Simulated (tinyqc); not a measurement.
Inside a calculation. Method: plane-wave Kohn-Sham cycle with exchange-only LDA in a layered model solid. Computed by tinyqc, a small Python program that keeps every step. Settings: points = 16, plane-wave index or count = 3, electrons = 2, k points = 1, area = 30.0, mixing = 0.5, iteration cap = 73. Command: `OMP_NUM_THREADS=1 python tinyqc.py 29724 29725 out.jsonl` (the two numbers bound the seeds that draw the settings). One thread of a shared host (Intel(R) Xeon(R) Processor @ 2.60GHz), about 0.01 s of CPU time with the checks. Later iterations appear only in the table of the cycle.

## Iteration 1: potential

A solid whose potential varies along x alone (atomic units):

| parameter | value |
|---|---|
| period a | 15.200000 |
| cross-section of the cell | 30.000000 |
| electrons per cell | 2 |
| grid points | 16 |
| plane waves -n..n, n | 3 |
| k points | 1 |
| V1 in V1 cos(2 pi x/a) | -0.360000 |
| V2 in V2 cos(4 pi x/a) | -0.220000 |

density at the start, on the grid x_j = j a/N (e/bohr^3): 0.0043860  0.0043860  0.0043860  0.0043860  0.0043860  0.0043860  0.0043860  0.0043860  0.0043860  0.0043860  0.0043860  0.0043860  0.0043860  0.0043860  0.0043860  0.0043860

V_H(G) = 4 pi rho(G)/G^2 for G != 0 (uniform background); v_x = -(3 rho/pi)^(1/3); V = V_ext + V_H + v_x; Fourier components f(G_m) = (1/N) sum_j f(x_j) exp(-i G_m x_j).

Potentials on the grid (hartree):

| x | V_ext | V_H | v_x | V |
|---|---|---|---|---|
| 0.00000 | -0.58000 | 0.00000 | -0.16119 | -0.74119 |
| 0.95000 | -0.48816 | 0.00000 | -0.16119 | -0.64935 |
| 1.90000 | -0.25456 | 0.00000 | -0.16119 | -0.41575 |
| 2.85000 | 0.01780 | 0.00000 | -0.16119 | -0.14340 |
| 3.80000 | 0.22000 | 0.00000 | -0.16119 | 0.05881 |
| 4.75000 | 0.29333 | 0.00000 | -0.16119 | 0.13214 |
| 5.70000 | 0.25456 | 0.00000 | -0.16119 | 0.09337 |
| 6.65000 | 0.17703 | 0.00000 | -0.16119 | 0.01584 |
| 7.60000 | 0.14000 | 0.00000 | -0.16119 | -0.02119 |
| 8.55000 | 0.17703 | 0.00000 | -0.16119 | 0.01584 |
| 9.50000 | 0.25456 | 0.00000 | -0.16119 | 0.09337 |
| 10.45000 | 0.29333 | 0.00000 | -0.16119 | 0.13214 |
| 11.40000 | 0.22000 | 0.00000 | -0.16119 | 0.05881 |
| 12.35000 | 0.01780 | 0.00000 | -0.16119 | -0.14340 |
| 13.30000 | -0.25456 | 0.00000 | -0.16119 | -0.41575 |
| 14.25000 | -0.48816 | 0.00000 | -0.16119 | -0.64935 |

V(G_m), m = 0, 1, 2, ... (hartree): -0.16119  -0.18000  -0.11000  0.00000  0.00000  0.00000  0.00000

## Iteration 1: Hamiltonian at one k

k = 0.00000 2 pi / a

H(m,m') = (k + G_m)^2/2 delta + V(G_m - G_m'), with V(-G) = V(G).

H (hartree):
```
          -3        -2        -1        +0        +1        +2        +3
-3   0.60773  -0.18000  -0.11000   0.00000   0.00000   0.00000   0.00000
-2  -0.18000   0.18055  -0.18000  -0.11000   0.00000   0.00000   0.00000
-1  -0.11000  -0.18000  -0.07576  -0.18000  -0.11000   0.00000   0.00000
+0   0.00000  -0.11000  -0.18000  -0.16119  -0.18000  -0.11000   0.00000
+1   0.00000   0.00000  -0.11000  -0.18000  -0.07576  -0.18000  -0.11000
+2   0.00000   0.00000   0.00000  -0.11000  -0.18000   0.18055  -0.18000
+3   0.00000   0.00000   0.00000   0.00000  -0.11000  -0.18000   0.60773
```

## Iteration 1: levels at that k

Diagonalise the Hermitian matrix.

eigenvalues (hartree): -0.52655  -0.13744  0.06602  0.22079  0.28345  0.67652  0.68108

## Iteration 1: new density

Motion across x is left out: the lowest 1 band(s) hold two electrons at each of the k points (j + 1/2)/nk - 1/2. Residual R = rho(out) - rho(in); rho(new) = rho(in) + 0.5 R. rho(out) = 2/(a A nk) sum |psi|^2 with psi = sum c exp(i G x). Harris energy E = band energy - dV sum rho (V_H/2 + v_x) + (3/4) dV sum rho v_x with rho(in), dV = a A/N, band energy = (2/nk) sum of the filled levels.

rho(out) (e/bohr^3): 0.0223786  0.0164420  0.0062512  0.0010813  0.0000858  0.0000204  0.0000153  0.0000001  0.0000047  0.0000001  0.0000153  0.0000204  0.0000858  0.0010813  0.0062512  0.0164420

density after iteration 1 (e/bohr^3): 0.0133823  0.0104140  0.0053186  0.0027336  0.0022359  0.0022032  0.0022006  0.0021930  0.0021953  0.0021930  0.0022006  0.0022032  0.0022359  0.0027336  0.0053186  0.0104140

energy per cell = -0.9725058 hartree

## Iteration 2: potential

As before.

Potentials on the grid (hartree):

| x | V_ext | V_H | v_x | V |
|---|---|---|---|---|
| 0.00000 | -0.58000 | 0.35303 | -0.23379 | -0.46076 |
| 0.95000 | -0.48816 | 0.30507 | -0.21505 | -0.39814 |
| 1.90000 | -0.25456 | 0.19077 | -0.17189 | -0.23568 |
| 2.85000 | 0.01780 | 0.06319 | -0.13769 | -0.05670 |
| 3.80000 | 0.22000 | -0.04764 | -0.12877 | 0.04359 |
| 4.75000 | 0.29333 | -0.13445 | -0.12814 | 0.03074 |
| 5.70000 | 0.25456 | -0.19653 | -0.12809 | -0.07006 |
| 6.65000 | 0.17703 | -0.23381 | -0.12794 | -0.18472 |
| 7.60000 | 0.14000 | -0.24624 | -0.12798 | -0.23422 |
| 8.55000 | 0.17703 | -0.23381 | -0.12794 | -0.18472 |
| 9.50000 | 0.25456 | -0.19653 | -0.12809 | -0.07006 |
| 10.45000 | 0.29333 | -0.13445 | -0.12814 | 0.03074 |
| 11.40000 | 0.22000 | -0.04764 | -0.12877 | 0.04359 |
| 12.35000 | 0.01780 | 0.06319 | -0.13769 | -0.05670 |
| 13.30000 | -0.25456 | 0.19077 | -0.17189 | -0.23568 |
| 14.25000 | -0.48816 | 0.30507 | -0.21505 | -0.39814 |

V(G_m), m = 0, 1, 2, ... (hartree): -0.15231  -0.05763  -0.09811  0.00037  0.00023  0.00059  0.00034

## Iteration 2: Hamiltonian at one k

k = 0.00000 2 pi / a

As before.

H (hartree):
```
          -3        -2        -1        +0        +1        +2        +3
-3   0.61662  -0.05763  -0.09811   0.00037   0.00023   0.00059   0.00034
-2  -0.05763   0.18944  -0.05763  -0.09811   0.00037   0.00023   0.00059
-1  -0.09811  -0.05763  -0.06687  -0.05763  -0.09811   0.00037   0.00023
+0   0.00037  -0.09811  -0.05763  -0.15231  -0.05763  -0.09811   0.00037
+1   0.00023   0.00037  -0.09811  -0.05763  -0.06687  -0.05763  -0.09811
+2   0.00059   0.00023   0.00037  -0.09811  -0.05763   0.18944  -0.05763
+3   0.00034   0.00059   0.00023   0.00037  -0.09811  -0.05763   0.61662
```

## Iteration 2: levels at that k

As before.

eigenvalues (hartree): -0.28852  -0.09286  -0.00781  0.20693  0.23524  0.63548  0.63761

## Iteration 2: new density

As before.

rho(out) (e/bohr^3): 0.0203793  0.0156183  0.0069463  0.0017939  0.0003425  0.0001109  0.0000618  0.0000208  0.0000070  0.0000208  0.0000618  0.0001109  0.0003425  0.0017939  0.0069463  0.0156183

density after iteration 2 (e/bohr^3): 0.0168808  0.0130161  0.0061325  0.0022638  0.0012892  0.0011571  0.0011312  0.0011069  0.0011012  0.0011069  0.0011312  0.0011571  0.0012892  0.0022638  0.0061325  0.0130161

energy per cell = -0.6318819 hartree

## Convergence

Stop when sqrt(dV sum R^2) is below 1e-8, dV = a A/N.

Course of the cycle:

| iteration | E (hartree) | norm of the residual |
|---|---|---|
| 1 | -0.9725058 | 1.52e-01 |
| 2 | -0.6318819 | 6.53e-02 |
| 3 | -0.5796041 | 6.62e-02 |
| 4 | -0.6405186 | 6.35e-02 |
| 5 | -0.5777575 | 4.69e-02 |
| 6 | -0.6139917 | 5.28e-02 |
| 7 | -0.5942143 | 1.37e-01 |
| 8 | -0.8006247 | 1.02e-01 |
| 9 | -0.5948620 | 4.19e-02 |
| 10 | -0.6155063 | 1.78e-01 |
| 11 | -0.9179299 | 1.21e-01 |
| ... | ... | ... |
| 63 | -0.5843907 | 3.41e-02 |
| 64 | -0.6223610 | 1.85e-01 |
| 65 | -0.9367940 | 1.24e-01 |
| 66 | -0.6227867 | 5.47e-02 |
| 67 | -0.5880467 | 1.15e-01 |
| 68 | -0.7445875 | 8.95e-02 |
| 69 | -0.5843907 | 3.41e-02 |
| 70 | -0.6223610 | 1.85e-01 |
| 71 | -0.9367940 | 1.24e-01 |
| 72 | -0.6227867 | 5.47e-02 |
| 73 | -0.5880467 | 1.15e-01 |

Not converged within 73 iterations: the residual wanders without falling. Reruns (cap 100 unless said): mixing 0.1: not converged; mixing 0.5, Kerker q0 1.0: converged in 80 (E = -0.57478); mixing 0.3, Pulay depth 5: converged in 37 (E = -0.57478); the original settings with a cap of 400: not converged.
